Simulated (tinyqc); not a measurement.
Bandgap voltage reference from two bipolar transistors: output against temperature.

Two transistors of area 1 and N carry the same current I. Is(T) = Is (T/T0)^eta exp[(Vg0 q/kB)(1/T0 - 1/T)], VBE1 = Vt ln(I/Is(T)) + I rb, VBE2 = Vt ln(I/(N Is(T))) + I rb/N. The amplifier forces I R1(T) = VBE1 - VBE2 + Vos, with R(T) = R (1 + tc (T - T0)) for both resistors, and the output is Vref = VBE1 + I R2(T). Base currents and the Early effect are neglected.

Vt = kB T/q; I = (Vt ln N + Vos)/(R1(T) - rb (1 - 1/N)).

Values chosen for this exercise; values of the order met in silicon bipolar transistors: reference temperature T0 = 298 K; band-gap voltage extrapolated to 0 K Vg0 = 1.205 V; temperature exponent of the saturation current eta = 3.5; saturation current of the unit transistor at T0 Is = 5.7e-17 A; area ratio of the second transistor N = 10; resistor across which the difference of VBE falls, at T0 R1 = 34 kohm; temperature coefficient of both resistors tc = 0 ppm/K; offset of the amplifier Vos = 0 mV; series resistance of the unit transistor rb = 35 ohm; output resistor at T0 R2 = 380.4 kohm.

Constants: q = 1.602176634e-19 C, kB = 1.380649e-23 J/K. Results are converted to the units shown.

Result of one run:
```
I (uA)  VBE1 (V)  I R2 (V)  Vref (V)  Vref - Vref(T0) (mV)  dVref/dT (uV/K)
2.325     0.3989    0.8844     1.283                 1.094           -18.73
```

Which temperature T gave this result: 253, 273, 298, 348 or 398 K?

T = 398 K.

The whole series:
```
T (K)  I (uA)  VBE1 (V)  I R2 (V)  Vref (V)  Vref - Vref(T0) (mV)  dVref/dT (uV/K)
218     1.273    0.7917    0.4844     1.276                -6.043            111.0
233     1.361    0.7600    0.5177     1.278                -4.487            96.62
253     1.478    0.7173    0.5622     1.279                -2.734            78.88
273     1.595    0.6743    0.6066     1.281                -1.323            62.49
298     1.741    0.6200    0.6622     1.282                     0            43.61
323     1.887    0.5653    0.7177     1.283                0.8704            26.26
348     2.033    0.5102    0.7733     1.284                 1.324            10.20
373     2.179    0.4548    0.8288     1.284                 1.389           -4.751
398     2.325    0.3989    0.8844     1.283                 1.094           -18.73
423     2.471    0.3427    0.9399     1.283                0.4602           -31.85
```

VBE1 falls by 2.19 mV/K on average and I R2 rises by 2.22 mV/K. The slope of Vref vanishes at T = 365 K. Between 233 and 398 K Vref spans 5.90 mV, or 27.9 ppm/K by the box method (span over the average over T, over 165 K).

Computed by the program tinyqc: `OMP_NUM_THREADS=1 python tinyqc.py 2062171 2062172 out.jsonl`, one thread of a shared Intel Xeon 2.30GHz, about 0.02 s for the whole run.
